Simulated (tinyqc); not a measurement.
From results back to parameters: interface roughness in a thin film (subband fluctuation and scattering). Four cases, with inputs chosen for the exercise.

Problem. The screened mobility was computed from a hidden rms height D.

Gaussian roughness spectrum S(q) = pi D^2 Lc^2 exp(-q^2 Lc^2/4). Degenerate gas, taken to fill one subband (the second starts to fill once c kF^2/md exceeds E2 - E1, which is not tested here): kF = sqrt(2 pi Ns/gv), q = 2 kF sin(theta/2), 1/tau = (md/(2 pi c hbar)) G^2 times the integral from 0 to pi of S(q)(1 - cos theta)/eps(q)^2 dtheta, eps(q) = 1 + qs/q with screening (qs = gv md q0/(c eps), q0 = e^2/(4 pi eps0), form factors left out, which overstates the screening; other scattering is left out too, so these values lie far above measured mobilities in all but the thinnest films) or 1 without; mobility = tau c2/md with c2 = e/m0 = 1.75882e15 cm^2/(V s^2); 1e12/cm^2 = 1e-4/angstrom^2.

Constants: hbar^2/2m0 = 3.80998211 eV angstrom^2; hbar = 6.58211957e-16 eV s; e^2/(4 pi eps0) = 14.39964547 eV angstrom.

Case 1.

Values chosen (near those of a thin Si channel on (100), two-fold valleys; not measured data): md = 0.187 m0 (mass in the plane); gv = 2 (valleys); Lc = 42 angstrom (correlation length); Ns = 5.2 x 1e12/cm^2 (sheet density); eps = 7.8 (mean dielectric constant at the channel).

G = |dE1/dt| = 14.9960 meV/angstrom
mobility = 10159.7 cm^2/(V s)

Case 2.

Values chosen (near those of a thin Si channel on (100), two-fold valleys; not measured data): md = 0.195 m0 (mass in the plane); gv = 2 (valleys); Lc = 36 angstrom (correlation length); Ns = 1 x 1e12/cm^2 (sheet density); eps = 7.6 (mean dielectric constant at the channel).

G = |dE1/dt| = 4.8260 meV/angstrom
mobility = 38200.2 cm^2/(V s)

Case 3.

Values chosen (near those of a thin InGaAs channel; not measured data): md = 0.044 m0 (mass in the plane); gv = 1 (valleys); Lc = 40 angstrom (correlation length); Ns = 0.41 x 1e12/cm^2 (sheet density); eps = 10.9 (mean dielectric constant at the channel).

G = |dE1/dt| = 1.0400 meV/angstrom
mobility = 297387 cm^2/(V s)

Case 4.

Values chosen (near those of a thin GaN channel; not measured data): md = 0.199 m0 (mass in the plane); gv = 1 (valleys); Lc = 40 angstrom (correlation length); Ns = 0.93 x 1e12/cm^2 (sheet density); eps = 10 (mean dielectric constant at the channel).

G = |dE1/dt| = 3.4397 meV/angstrom
mobility = 32130.8 cm^2/(V s)

Find: mobility for D = 1 angstrom; D.

Solution. The mobility goes as 1/D^2, so D is the square root of the ratio. One value fixes only D^2 times a function of Lc; a second density is needed to part the two.

Case 1.

mobility for D = 1 angstrom = 2.286e+04 cm^2/(V s)
D = 1.50 angstrom

Case 2.

mobility for D = 1 angstrom = 1.849e+05 cm^2/(V s)
D = 2.20 angstrom

Case 3.

mobility for D = 1 angstrom = 2.858e+06 cm^2/(V s)
D = 3.10 angstrom

Case 4.

mobility for D = 1 angstrom = 6.298e+04 cm^2/(V s)
D = 1.40 angstrom

Computed by tinyqc, one run a case: `OMP_NUM_THREADS=1 python tinyqc.py N N+1 out.jsonl` with N = 1280228, 1280244, 1280277, 1280382; one thread of a shared Intel(R) Xeon(R) Processor @ 2.30GHz, about 0.01 s a run at most.
